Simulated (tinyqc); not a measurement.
Zigzag graphene nanoribbon in tight binding, step by step. Values are carried at full precision from step to step, so a last printed digit may differ when a step is redone from the rounded ones.

A zigzag ribbon of N chains, sites A1, B1, A2, ..., BN across it. For each k it is a chain with bonds -2t cos(k/2) (A_n to B_n) and -t (B_n to A_(n+1)), and +D, -D on A and B. A1 and BN are the edge sites; the Dirac points project to k = 2 pi/3.

Values chosen for the exercise (near those used for graphene; not measured data):
- t = 2.88 eV (hopping)
- N = 3 (zigzag chains)
- D = 0.1 eV (sublattice potential, +D on A and -D on B)
- k = 2.54 (k times the period sqrt3 acc)
- acc = 1.42 angstrom (bond length)

## The chain at this k

Form the k-dependent bond and the matrix.

2 cos(k/2) = 0.59256

H(k) (eV):
```
         A1       B1       A2       B2       A3       B3
A1   0.1000  -1.7066        0        0        0        0
B1  -1.7066  -0.1000  -2.8800        0        0        0
A2        0  -2.8800   0.1000  -1.7066        0        0
B2        0        0  -1.7066  -0.1000  -2.8800        0
A3        0        0        0  -2.8800   0.1000  -1.7066
B3        0        0        0        0  -1.7066  -0.1000
```

An edge state of the finite ribbon needs 2 cos(k/2) < N/(N + 1) = 0.7500: it exists here.

## Levels and where the middle pair lives

Diagonalise H; average the weights of the two middle levels.

levels (eV): -4.1304  -2.8473  -0.4347  0.4347  2.8473  4.1304

weights: A1 0.365, B1 0.022, A2 0.113, B2 0.113, A3 0.022, B3 0.365

The two edge sites hold 73.0 % of the middle pair, against 33.3 % for an even spread.

## The edge state from the half-plane solution

On a half plane the state lives on one sublattice with amplitudes (-x)^n, x = 2 cos(k/2): weight 1 - x^2 on the edge site, decay length -1.5 acc/ln x of the amplitude. The two edges mix to |E| = sqrt(D^2 + e^2), e about t x^N (1 - x^2).

edge weight = 0.6489
decay length = 4.070 angstrom
e = 0.3888 eV
|E| = 0.4015 eV

Diagonalising the chain of 6 sites gives |E| = 0.4347 eV; the estimate is -7.6 % from it, since it drops terms of order x^(2N).

## Checks

- Level at k = pi next to the edge pair against sqrt(t^2 + D^2): both 2.88174.

(tinyqc, `OMP_NUM_THREADS=1 python tinyqc.py 1452173 1452174 out.jsonl`, Intel(R) Xeon(R) Processor @ 2.30GHz, 1 thread, shared host, about 0.01 s.)
